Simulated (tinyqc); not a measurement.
# Implanted layer, carriers, mobility and sheet resistance, step by step

Numbers from tinyqc (`OMP_NUM_THREADS=1 python tinyqc.py 2110005 2110006 out.jsonl`; about 0.01 s on one thread of a shared Intel Xeon 2.30GHz). Printed values are rounded.

A p-type layer from the surface x = 0 to the junction xj, N(x) = N0 exp(-(x - Rp)^2/(2 sg^2)). Local neutrality (no depletion at surface or junction, no spilling of carriers), intrinsic carriers neglected, full ionisation of active dopants.

Values chosen for this exercise; values close to those of boron in silicon over an n-type background: temperature T = 250 K; background doping of the opposite type Nb = 1.3e14 cm^-3; peak chemical concentration N0 = 3.7e19 cm^-3; mobility limit at high doping m1 = 45.1 cm^2/(V s); mobility limit at low doping, at 300 K m2 = 466 cm^2/(V s); reference doping of the mobility law Nr = 2.27e17 cm^-3; exponent of the mobility law am = 0.746; temperature exponent of m2 bt = 1.8; solubility limit of active dopant Ns = 2.04e20 cm^-3; straggle after annealing sg = 130 nm; projected range Rp = 190 nm.

Constants: q = 1.602176634e-19 C. Results are converted to the units shown.

## Junction depth and local values

xj = Rp + sg sqrt(2 ln(N0/Nb)); 14 equal steps from 0 to xj. Active dopant A = min(N, Ns); p = A - Nb; mobility mu = m1 + (m2 (T/300 K)^(-bt) - m1)/(1 + ((A + Nb)/Nr)^am).

xj = 841.5294 nm

```
point    x (nm)    N (cm^-3)    A (cm^-3)  p (1e19 cm^-3)  mu (cm^2/(V s))
0        0.0000  1.271612e19  1.271612e19        1.271599         73.56034
1       60.1092  2.246049e19  2.246049e19        2.246036         64.02742
2      120.2185  3.203571e19  3.203571e19        3.203558         59.72977
3      180.3277  3.689773e19  3.689773e19        3.689760         58.29825
4      240.4370  3.431748e19  3.431748e19        3.431735         59.01473
5      300.5462  2.577398e19  2.577398e19        2.577385         62.23340
6      360.6555  1.563141e19  1.563141e19        1.563128         69.66446
7      420.7647  7.655347e18  7.655347e18        0.765522         85.77242
8      480.8740  3.027486e18  3.027486e18        0.302736         121.2214
9      540.9832  9.668292e17  9.668292e17        0.096670         197.5621
10     601.0925  2.493261e17  2.493261e17        0.024920         335.4708
11     661.2017  5.192017e16  5.192017e16        0.005179         496.5398
12     721.3110  8.730815e15  8.730815e15        0.000860         597.8374
13     781.4202  1.185561e15  1.185561e15        0.000106         634.3766
14     841.5294       1.3e14       1.3e14        0.000000         643.1858
```

The mobility runs from 58.3 to 643 cm^2/(V s).

## Sheet quantities by the trapezoid rule

Dose = integral of N, carrier sheet density = integral of p, 1/Rs = q integral of p mu, mean mobility 1/(q Rs sheet density), Hall mobility (unit Hall factor) = integral of p mu^2 over integral of p mu, Hall sheet density = (integral of p mu)^2/integral of p mu^2; all from 0 to xj.

dose = 1.1146e15 cm^-2
carrier sheet density = 1.1146e15 cm^-2
Rs = 86.399 ohm/square
mean mobility = 64.811 cm^2/(V s)
Hall mobility = 70.246 cm^2/(V s)
Hall sheet density = 1.0284e15 cm^-2

Carriers make up 100 % of the dose. A Hall measurement weights the mobile tail, so its sheet density is 7.7 % below the true one. With 4000 steps Rs = 86.12 ohm/square; the coarse value is 0.32 % above it.
